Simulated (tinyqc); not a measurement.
MOS capacitor on a p-type substrate, surface potential from the exact charge relation: two steps of the calculation.

Uniform p-type substrate, Boltzmann statistics, full ionisation, classical densities. psi is the surface potential against the body (positive when the bands bend down) and u = psi/Vt. Traps are spread evenly over the gap and neutral at flat band, so their charge is -q Dit psi; the minority quasi-Fermi level is shifted by Vb.

Inputs (values chosen for the exercise); band and dielectric values close to those of gallium nitride: temperature T = 293 K; band gap Eg = 3.47 eV; relative permittivity eps_r = 9.57; conduction-band density of states at T Nc = 2.2e18 cm^-3; valence-band density of states at T Nv = 4.4e19 cm^-3; acceptor density of the substrate N = 1.9e15 cm^-3; relative permittivity of the gate insulator (close to silicon dioxide) eox = 3.9; insulator thickness tox = 3.3 nm; fixed charge at the interface, in units of q Nf = 0 cm^-2; density of interface traps Dit = 0 cm^-2 eV^-1; reverse bias of the inversion layer against the body Vb = 1.6 V; gate voltage against the body Vg = 1.89 V.

Constants: q = 1.602176634e-19 C, kB = 1.380649e-23 J/K, Vt = kB T/q, eps0 = 8.8541878128e-14 F/cm where lengths are in cm. Results are converted to the units shown.

Task 1. Newton step for the surface potential. u = psi/Vt; F^2 = exp(-u) + u - 1 + r (exp(u) - u - 1); Qs = -sign(u) Q0 F; Cs = -dQs/dpsi = (Q0/Vt) |1 - exp(-u) + r (exp(u) - 1)|/(2 F). f = Vfb + psi + (q Dit psi - Qs)/Cox - Vg, f' = 1 + (Cs + q Dit)/Cox, psi(new) = psi - f/f'.

psi after iteration 2 = 4.8461116 V
Cox = 1.0464040 uF/cm^2
Vfb = -3.0462474 V
Q0 = 3.6090889 nC/cm^2
r = 1.6645041e-80

Find: u; F; Qs; Cs; f; f'; psi after iteration 3.

Result 1.

u = 191.93
F = 63.006
Qs = -227.39 nC/cm^2
Cs = 4.2876 uF/cm^2
f = 0.12717 V
f' = 5.0975
psi after iteration 3 = 4.8212 V

Task 2. Charges, field and capacitances at the solution. ni = sqrt(Nc Nv) exp(-Eg/(2 Vt)), Eg in volts; phiF = Vt ln(N/ni); Cox = eps0 eox/tox; Vfb = phiM - chi - (Eg - Vt ln(Nv/N)) - q Nf/Cox; Q0 = sqrt(2 eps0 eps_r q N Vt); r = (ni/N)^2 exp(-Vb/Vt); VT = Vfb + [(2 phiF + Vb)(1 + q Dit/Cox) + sqrt(2 eps0 eps_r q N (2 phiF + Vb))/Cox].

Low frequency: 1/C_LF = 1/Cox + 1/(Cs + q Dit). High frequency, in the simple estimate in which traps and minority carriers do not follow: 1/C_HF = 1/Cox + 1/Cd, Cd being Cs with r = 0 at the same psi. Minority sheet density N_inv = (Q0/(2 q)) int_0^u r (exp(t) - 1)/F(t) dt for u > 0. Oxide field |Qs - q Dit psi + q Nf|/(eps0 eox).

converged psi = 4.8141169 V

Find: Qs; N_inv; oxide field; Cs; C_LF/Cox; C_HF/Cox.

Result 2.

Qs = -127.80 nC/cm^2
N_inv = 4.8838e11 cm^-2
oxide field = 0.37009 MV/cm
Cs = 2.1500 uF/cm^2
C_LF/Cox = 0.67263
C_HF/Cox = 0.0049350

The surface is in strong inversion (borders at |psi| = 0, phiF + Vb and 2 phiF + Vb = 4.64 V). Minority carriers make up 61.2 % of Qs.

Computed by the program tinyqc: `OMP_NUM_THREADS=1 python tinyqc.py 2060126 2060127 out.jsonl`, one thread of a shared Intel Xeon 2.30GHz, about 0.01 s for the whole run.
